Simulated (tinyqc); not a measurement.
# Trap density from two Hall measurements

Inverse problem. p-type body, charge-sheet picture, full ionisation (an idealisation for deep acceptors), Boltzmann statistics for free electrons. e = Ec - EF at the surface. psi = Eg - Vt ln(Nv/Na) - e; N_dep = sqrt(2 eps0 eps_r Na (psi - Vt)/q); n_f = sqrt(N_dep^2 + 2 eps0 eps_r Vt Nc exp(-e/Vt)/q) - N_dep; Vg = Vfb + psi + q (N_dep + n_t + n_f)/Cox, Cox = eps0 eox/tox. Find e and n_t at both points and the mean trap density between them.

Inputs (values chosen for the exercise); band and dielectric values close to those of silicon:
- T = 475 K (temperature)
- Eg = 1.11 eV (band gap)
- eps_r = 11.9 (relative permittivity)
- Nc = 5.58e19 cm^-3 (conduction-band density of states at T)
- Nv = 5.36e19 cm^-3 (valence-band density of states at T)
- eox = 3.9 (relative permittivity of the insulator)
- tox = 57 nm (insulator thickness)
- Na = 1.7e17 cm^-3 (acceptor density)
- Vfb = -0.67 V (flat-band voltage without trapped charge)

Constants: q = 1.602176634e-19 C, kB = 1.380649e-23 J/K, Vt = kB T/q, eps0 = 8.8541878128e-14 F/cm where lengths are in cm. Results are converted to the units shown.

Vg (V): [2.8618066, 3.3601623]
free sheet density from the Hall effect (cm^-2): [4.0557049e9, 2.0851315e10]

Answer. Each n_f fixes e; what the gate voltage holds beyond psi, N_dep and n_f is trapped; the difference quotient is the density, smeared over a few Vt.

e (eV): [0.334, 0.264]
n_t (cm^-2): [7.01e10, 1.44e11]
mean trap density = 1.05e12 cm^-2 eV^-1

Program tinyqc, `OMP_NUM_THREADS=1 python tinyqc.py 2222229 2222230 out.jsonl`; Intel Xeon 2.30GHz, shared host, one thread, about 0.02 s.
